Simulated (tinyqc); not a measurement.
Worked calculation: critical temperature from a phonon spectrum: McMillan, Allen-Dynes and the linearised Eliashberg equation. Computed by tinyqc, a small Python program that keeps every step. Command: `OMP_NUM_THREADS=1 python tinyqc.py 3021287 3021288 out.jsonl eliashberg walk`. One thread of a shared host (Intel(R) Xeon(R) Processor @ 2.30GHz), about 0.01 s of CPU time with the checks. Intermediate numbers are printed to about 7 digits and carried at full precision; extremes and crossings named in words are read from the listed rows.

alpha^2 F(omega) = sum_i (lambda_i omega_i/2) delta(omega - omega_i), so that lambda = 2 int alpha^2 F/omega d omega = sum_i lambda_i.

Inputs (values chosen for the exercise, for a model metal):

| quantity | value | unit |
|---|---|---|
| peak energy omega_1 | 20.8 | meV |
| coupling lambda_1 | 0.279 | - |
| peak energy omega_2 | 48.9 | meV |
| coupling lambda_2 | 0.626 | - |
| Coulomb pseudopotential mu* | 0.1 | - |
| trial temperature | 14.5 | K |
| Matsubara points N in the small matrix | 5 | - |

Peaks in alpha^2 F: two.

Constants: k_B = 8.617333262e-05 eV/K.

## Moments of the spectrum

omega_log = exp(sum lambda_i ln omega_i / lambda); omega_rms = sqrt(sum lambda_i omega_i^2 / lambda).

lambda = 0.905

omega_log = 37.57150 meV

omega_rms = 42.27775 meV

## McMillan and Allen-Dynes

McMillan form: k_B T_c = (omega_log/1.2) exp[-1.04 (1 + lambda)/(lambda - mu* (1 + 0.62 lambda))]. Allen-Dynes multiplies it by f1 f2: f1 = [1 + (lambda/L1)^(3/2)]^(1/3), L1 = 2.46 (1 + 3.8 mu*); f2 = 1 + (omega_rms/omega_log - 1) lambda^2/(lambda^2 + L2^2), L2 = 1.82 (1 + 6.3 mu*) omega_rms/omega_log.

T_c, McMillan form = 25.78527 K

f1 = 1.043923

f2 = 1.008576

T_c, Allen-Dynes = 27.14869 K

The two corrections raise T_c by 5.3 %.

## The small kernel at the trial temperature

Linearised Eliashberg equation at omega_n = (2n + 1) pi k_B T, n = 0..N-1: lambda(j) = sum_i lambda_i omega_i^2/(omega_i^2 + (2 pi j k_B T)^2); K_mn = lambda(m - n) + lambda(m + n + 1) - 2 mu*(N) - delta_mn [2m + 1 + lambda(0) + 2 sum_(j=1..m) lambda(j)], with 1/mu*(N) = 1/mu* + ln(omega_rms/omega_N), omega_N = (2N + 1) pi k_B T. T_c is where the largest eigenvalue rho of K is zero.

lambda(j), j = 0, 1, ...: 0.9050000  0.8544777  0.7452104  0.6303719  0.5282843  0.4418448  0.3702192  0.3115766  0.2638285  0.2249761

mu*(N) = 0.1002116

K:
```
          1         2         3          4          5
1  -0.34595   1.39926   1.17516    0.95823    0.76971
2   1.39926  -4.27901   1.18234    0.98663    0.80017
3   1.17516   1.18234  -7.95795    1.02427    0.85636
4   0.95823   0.98663   1.02427  -11.34897    0.91788
5   0.76971   0.80017   0.85636    0.91788  -14.49214
```

## Largest eigenvalue of the small kernel

K is the kernel of the linearised Eliashberg equation on the Matsubara points omega_n = (2n + 1) pi k_B T; T_c is where its largest eigenvalue rho is zero. Diagonalise K; at rho = 0 the eigenvector c is the gap function Delta_n/omega_n up to a factor; away from it Delta_n/Delta_0 = (2n + 1) c_n/c_0 is only an estimate.

largest eigenvalue rho = 0.6362210

Delta_n/Delta_0: 1.000000  1.135304  1.070775  0.954787  0.821635

rho > 0: in this small matrix the trial temperature lies below T_c.

## Critical temperature from the full kernel

N is the smallest integer at or above 8 omega_max/(2 pi k_B T_AD), omega_max the highest peak and T_AD the Allen-Dynes value.

N used = 27

T_c, Eliashberg = 25.96573 K

k_B T_c/omega_log = 0.05955453

Allen-Dynes/Eliashberg = 1.045559

McMillan/Eliashberg = 0.9930502

## Scaling the whole coupling

All lambda_i are multiplied by s. The last column is the large-lambda limit for mu* = 0, k_B T_c = 0.1827 omega_rms sqrt(lambda).

T_c (K):

| s | lambda | McMillan | Allen-Dynes | Eliashberg | large-lambda limit |
|---|---|---|---|---|---|
| 0.6 | 0.5430 | 7.20662 | 7.38088 | 6.7638 | 66.0507 |
| 0.8 | 0.7240 | 16.43262 | 17.05071 | 16.0232 | 76.2688 |
| 1.0 | 0.9050 | 25.78527 | 27.14869 | 25.9657 | 85.2711 |
| 1.3 | 1.1765 | 38.08353 | 41.07561 | 40.0173 | 97.2240 |
| 1.7 | 1.5385 | 50.89202 | 56.83604 | 56.4685 | 111.1799 |
| 2.3 | 2.0815 | 64.41229 | 75.98053 | 77.0665 | 129.3200 |
| 3.2 | 2.8960 | 77.22441 | 98.76973 | 101.8909 | 152.5375 |

McMillan/Eliashberg runs from 1.07 at lambda = 0.54 to 0.76 at 2.90: the exponential form levels off at large lambda, while the true T_c keeps rising (exponent 0.85 between the last rows, tending to 1/2). Allen-Dynes stays within about 9 % over the table. The last row reaches 67 % of the mu* = 0 limit; with mu* above zero T_c stays below that line at any lambda.

## Isotope exponent

T_c ~ M^(-a). All omega_i scale as M^(-1/2) at fixed lambda, but mu* = mu/(1 + mu ln(E_F/omega)) changes: d mu*/d ln omega = mu*^2. In the McMillan form a = (1/2) [1 - 1.04 (1 + lambda)(1 + 0.62 lambda) mu*^2/(lambda - mu* (1 + 0.62 lambda))^2].

isotope exponent a = 0.4724264

The exponent is close to the BCS value 1/2.

Checks made by the program: one-point kernel at mu* = 0: rho = lambda(1) - 1 (relative difference below 1e-10); T_c against the Allen-Dynes fit (relative difference 5e-02).
